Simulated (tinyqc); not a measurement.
Keating valence-force model of a tetrahedral crystal: one step, computed by the program tinyqc. Command: `OMP_NUM_THREADS=1 python tinyqc.py 3001611 3001612 out.jsonl keating walk`. One thread of a shared host (Intel(R) Xeon(R) Processor @ 2.30GHz), about 0.04 s of CPU time with the checks.

Atom A sits at 0 and atom B at a/4 (1,1,1) of an fcc lattice; the four bonds from A are t = a/4 (1,1,1), a/4 (1,-1,-1), a/4 (-1,1,-1), a/4 (-1,-1,1), of length d = sqrt(3) a/4. Energy: E = (3 alpha/(8 d^2)) sum over bonds (r.r - d^2)^2 + (3 beta/(8 d^2)) sum over pairs of bonds at one atom (r_i.r_j + d^2/3)^2, with beta_A for the six pairs at A and beta_B for the six at B. The cell holds two atoms, Omega = a^3/4. 1 N/m = 1 J/m^2. With constants fitted to the elastic moduli this model puts optical and zone-boundary frequencies of real crystals too high, by up to about 20 % in elemental crystals and up to about 50 % in compounds, and mostly by more for TA modes; in compounds the lattice part of the static dielectric constant then comes out too low.

Question. LO-TO splitting. The long-range field adds 4 pi Z*^2 (e^2/(4 pi eps_0))/(eps_inf Omega mu) to lambda for the longitudinal mode at q -> 0; lambda = (nu/15.6333042 THz)^2; eps_0 = eps_inf (nu_LO/nu_TO)^2 (Lyddane-Sachs-Teller; here eps_0 is the static dielectric constant).

Inputs (values chosen for the exercise, modelled on aluminium arsenide): lattice constant a = 5.661 angstrom; Born charge Z* = 2.12 e; eps_inf = 7.99.

Structure: zinc blende.

nu_TO at G = 12.80792 THz

reduced mass mu = 19.83652 u

Constants: nu for 1 eV/(angstrom^2 u) = 15.6333042 THz; e^2/(4 pi eps_0) = 14.39964548 eV angstrom.

Give: nu_LO at G; static dielectric constant.

Answer.

nu_LO at G = 13.85 THz

static dielectric constant = 9.337

The splitting is 8.1 % of nu_TO, and the lattice adds 1.35 to the dielectric constant.
